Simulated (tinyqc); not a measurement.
Schottky diode by thermionic emission with image-force lowering and series resistance: two steps of the calculation.

Metal on an n-type semiconductor with one parabolic valley; V > 0 is forward bias (metal positive). I = I0 [exp(Vj/(n Vt)) - 1] with Vj = V - I Rs; I0 = S A* T^2 exp(-(phi - dphi)/Vt), the lowering dphi taken at zero bias.

Inputs (values chosen for the exercise); band and dielectric values close to those of silicon:
```
symbol   value   unit                             meaning
T          300      K                         temperature
me       0.262     m0                       electron mass
eps_r     11.5                      relative permittivity
phi       0.84     eV  barrier height seen from the metal
Nd      1.5e17  cm^-3                       donor density
S       8.8e-5   cm^2                                area
n         1.08                            ideality factor
Rs         7.5    ohm                   series resistance
V         0.88      V                        applied bias
```

Constants: q = 1.602176634e-19 C, kB = 1.380649e-23 J/K, h = 6.62607015e-34 J s, m0 = 9.1093837015e-31 kg, Vt = kB T/q, eps0 = 8.8541878128e-14 F/cm where lengths are in cm. Results are converted to the units shown.

Problem 1. Saturation current. A* = 4 pi q me m0 kB^2/h^3 (times 1e-4 for A/(cm^2 K^2)); Nc = 2 (2 pi me m0 kB T/h^2)^1.5 (times 1e-6 for cm^-3); xi = Vt ln(Nc/Nd), Vbi = phi - xi; surface field Em = sqrt(2 q Nd (Vbi - V - Vt)/(eps0 eps_r)); dphi = sqrt(q Em/(4 pi eps0 eps_r)). Here V = 0 in Em.

Give: A*; Nc; Vbi; Em; dphi; I0.

Solution 1.

A* = 31.485 A/(cm^2 K^2)
Nc = 3.3653e18 cm^-3
Vbi = 0.75958 V
Em = 186.11 kV/cm
dphi = 48.273 meV
I0 = 1.2486e-11 A

The lowering raises I0 by a factor of 6.47.

Problem 2. Junction voltage. Fixed-point step: I = (V - Vj)/Rs, then Vj(new) = n Vt ln(1 + I/I0).

I0 = 1.2485678e-11 A
Vj at the start = 0.42 V

Give: Vj after iteration 1.

Solution 2.

Vj after iteration 1 = 0.6230 V

Range of the model: One isotropic valley is assumed; bands with several valleys have a larger Richardson constant and Nc.

Computed by the program tinyqc: `OMP_NUM_THREADS=1 python tinyqc.py 2640072 2640073 out.jsonl`, one thread of a shared Intel Xeon 2.30GHz, about 0.01 s for the whole run.
